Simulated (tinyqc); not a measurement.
Neutral against charged centre: trap in a gate oxide as a short-range spherical well.

Lucovsky model (delta well, plane-wave final states, no local-field factor): sigma = (32 pi alpha c/(3 n_r m Et)) (x - 1)^(3/2)/x^3, x = h nu/Et, c = hbar^2/2m0; 1 angstrom^2 = 1e-16 cm^2.

Constants: hbar^2/2m0 = 3.80998211 eV angstrom^2; fine-structure constant alpha = 0.007297352564.

Values chosen for the exercise (out of a larger set: near those of HfO2 on Si; not measured data):
```
symbol  value                                             unit  meaning
m       0.212                                             m0    mass
n_r     1.93                                                    refractive index
xs      (1.09, 1.23, 1.47, 1.83, 2.13, 2.79, 4.48, 6.33)        photon energies h nu/Et
```

Et = 1.00225 eV

Lucovsky cross-section, its shape relative to the peak, and the shape of a hydrogen-like centre relative to threshold: x^-4 exp(4 - 4 atan(e)/e)/(1 - exp(-2 pi/e)), e = sqrt(x - 1).

Results:
```
x     h nu (eV)  sigma (1e-18 cm^2)  relative to peak  hydrogen-like
1.09      1.092                4.74             0.167          0.794
1.23      1.233                13.5             0.474          0.572
1.47      1.473                23.0             0.811          0.351
1.83      1.834                28.0             0.987          0.190
2.13      2.135                28.2             0.994          0.123
2.79      2.796                25.1             0.882          0.057
4.48      4.490                16.4             0.578          0.014
6.33      6.344                11.0             0.388          0.005
```

What does the comparison show?

The short-range centre starts from zero, reaches half its peak at x = 1.24 and peaks at x = 2; in the last row it still has 39 % of the peak. The Coulomb centre is largest at threshold and is down to 0.5 % there. Reading the peak as the threshold would misplace the level by a factor 2, here 1.00 eV. Rows above the gap, about 5.8 eV, are hidden by band-to-band absorption.

(tinyqc, `OMP_NUM_THREADS=1 python tinyqc.py 1281144 1281145 out.jsonl`, Intel(R) Xeon(R) Processor @ 2.30GHz, 1 thread, shared host, about 0.01 s.)
